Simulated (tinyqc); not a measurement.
On-chip interconnect, size-dependent resistivity and RC delay: course in time.

A rectangular line between two neighbours and two ground planes. Surface and grain-boundary scattering are added to the bulk resistivity as corrections; capacitances are parallel-plate values without fringing; inductance is ignored.

4 equal pi sections: series Rs = r Lw/4; node capacitances c Lw/4, halved at nodes 0 and 4, with Cl added to node 4; Rd feeds node 0. Elmore delay of node k: the sum, over the resistors on the path to k, of resistance times all capacitance downstream of it.

A 1 V step is applied behind Rd at t = 0. C dv/dt = -G v + b, with G the conductance matrix of the ladder (1/Rs between neighbours, 1/Rd added at node 0) and b = (1 V/Rd, 0, ...). Backward Euler step: (C/dt + G) v(new) = (C/dt) v + b. The last column solves the same ladder exactly by its modes.

Values chosen for this exercise: driver resistance Rd = 350 ohm; time step dt = 33 ps.

Rs = 4015.65 ohm
C, node 0 to 4 (fF): 1.63611  3.27221  3.27221  3.27221  2.53611

Voltages (V):
```
t (ps)  node 0  node 2  node 4  node 4, exact
33.00   0.9460  0.2881  0.1347         0.1176
66.00   0.9752  0.4887  0.3080         0.3442
99.00   0.9826  0.6226  0.4651         0.5236
132.0   0.9872  0.7173  0.5921         0.6547
165.0   0.9904  0.7870  0.6905         0.7498
198.0   0.9928  0.8391  0.7656         0.8187
231.0   0.9945  0.8783  0.8227         0.8686
264.0   0.9959  0.9080  0.8659         0.9048
297.0   0.9969  0.9304  0.8985         0.9310
330.0   0.9976  0.9474  0.9233         0.9500
363.0   0.9982  0.9602  0.9419         0.9638
396.0   0.9986  0.9699  0.9561         0.9738
```

What does the comparison show?

The far end of the ladder reaches 0.5 V at 94.04 ps, 0.755 of its Elmore delay (ln 2 = 0.693 for a single pole); the slowest mode has a time constant of 102.4 ps. The largest error of the backward Euler steps at that node is 63 mV.

Range of the model: The metal width is under the mean free path, where the thick-limit surface term and the simple sum of corrections lose accuracy.

Program tinyqc, `OMP_NUM_THREADS=1 python tinyqc.py 2100005 2100006 out.jsonl`; Intel Xeon 2.30GHz, shared host, one thread, about 0.01 s.
